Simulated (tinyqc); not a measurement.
Inside a calculation. Method: plane-wave Kohn-Sham cycle with exchange-only LDA in a layered model solid. One step of it, computed by the program tinyqc.

Problem. Iteration 2: potential. V_H(G) = 4 pi rho(G)/G^2 for G != 0 (uniform background); v_x = -(3 rho/pi)^(1/3); V = V_ext + V_H + v_x; Fourier components f(G_m) = (1/N) sum_j f(x_j) exp(-i G_m x_j).

A solid whose potential varies along x alone (atomic units):
```
parameter                      value
period a                   14.900000
cross-section of the cell  14.000000
electrons per cell                 2
grid points                       16
plane waves -n..n, n               3
k points                           3
V1 in V1 cos(2 pi x/a)     -0.270000
```

density after iteration 1 (e/bohr^3): 0.03595409  0.03018457  0.01788754  0.00755580  0.00235490  0.00058614  0.00012809  0.00002440  0.00000666  0.00002440  0.00012809  0.00058614  0.00235490  0.00755580  0.01788754  0.03018457

Give: Potentials on the grid; V(G_m), m = 0, 1, 2, ....

Solution.

Potentials on the grid (hartree):
```
x          V_ext      V_H      v_x          V
0.0000   -0.2700   1.2402  -0.3250     0.6452
0.9313   -0.2494   1.1020  -0.3066     0.5460
1.8625   -0.1909   0.7455  -0.2575     0.2971
2.7938   -0.1033   0.2964  -0.1932  -1.16e-04
3.7250         0  -0.1354  -0.1310    -0.2664
4.6562    0.1033  -0.4915  -0.0824    -0.4706
5.5875    0.1909  -0.7506  -0.0496    -0.6094
6.5187    0.2494  -0.9070  -0.0286    -0.6861
7.4500    0.2700  -0.9592  -0.0185    -0.7077
8.3812    0.2494  -0.9070  -0.0286    -0.6861
9.3125    0.1909  -0.7506  -0.0496    -0.6094
10.2438   0.1033  -0.4915  -0.0824    -0.4706
11.1750        0  -0.1354  -0.1310    -0.2664
12.1062  -0.1033   0.2964  -0.1932  -1.16e-04
13.0375  -0.1909   0.7455  -0.2575     0.2971
13.9688  -0.2494   1.1020  -0.3066     0.5460
```

V(G_m), m = 0, 1, 2, ... (hartree): -0.1526  0.3295  0.0586  0.0090  0.0018  -0.0002  0.0002
